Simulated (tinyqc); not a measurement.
# Mobility and threshold from two currents

Problem. In the linear region I = mu Cox (W/L) [(Vgs - VT) Vds - m Vds^2/2], Cox = eps0 eox/tox. Find mu and VT.

Values chosen for this exercise:
- eox = 8.56 (relative permittivity of the gate insulator)
- tox = 35 nm (insulator thickness)
- W = 10 um (gate width)
- L = 1 um (gate length)

Constants: eps0 = 8.8541878128e-14 F/cm where lengths are in cm. Results are converted to the units shown.

I at Vgs = 2.19 and 2.69 V, Vds = 0.05 V (uA): 13.899553  32.847515
m = 1.4093748

Answer. The slope dI/dVgs is mu Cox (W/L) Vds; the line meets zero current at VT + m Vds/2.

mu = 350 cm^2/(V s)
VT = 1.79 V

Program tinyqc, `OMP_NUM_THREADS=1 python tinyqc.py 2360084 2360085 out.jsonl`; Intel Xeon 2.30GHz, shared host, one thread, about 0.04 s.
